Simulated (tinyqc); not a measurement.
A ladder of methods, and size consistency: correlation methods against full CI in the sto-6g basis, for BeH2, spin multiplicity 1. Computed by the program tinyqc with PySCF. All electrons correlated; +Q is the Davidson correction (1 - c0^2) E_corr. The last columns treat two copies 100 angstrom apart as one system. FCI is the lowest singlet.

Geometry (angstrom):
```
atom,x,y,z
Be,0.0000,0.0000,0.0000
H,0.0000,1.4300,0.0000
H,0.0000,-1.4300,0.0000
```

RHF energy of one = -15.710782 hartree

Correlation energies (hartree):
```
method,E_corr of one,share of FCI (%),E_corr of two at 100 angstrom,two minus twice one (mhartree)
MP2,-0.025973,64.8343,-0.051945,0.0000
CISD,-0.039061,97.5062,-0.075795,2.3274
CISD+Q,-0.040300,100.5984,-0.080172,0.4274
CCSD,-0.039577,98.7929,-0.079153,0.0000
CCSD(T),-0.039830,99.4244,-0.079659,0.0000
FCI,-0.040060,100.0000,-,-
```

What does the comparison show, and why?

MP2 recovers 65 %, CISD 97.5 % and CCSD 98.8 % of the FCI value (c0^2 = 0.968 in CISD). MP2 and coupled cluster are size consistent, so their last column vanishes; CISD loses 2.33 mhartree, since a double excitation on each copy is a quadruple of the pair, and the Davidson correction leaves +0.43.
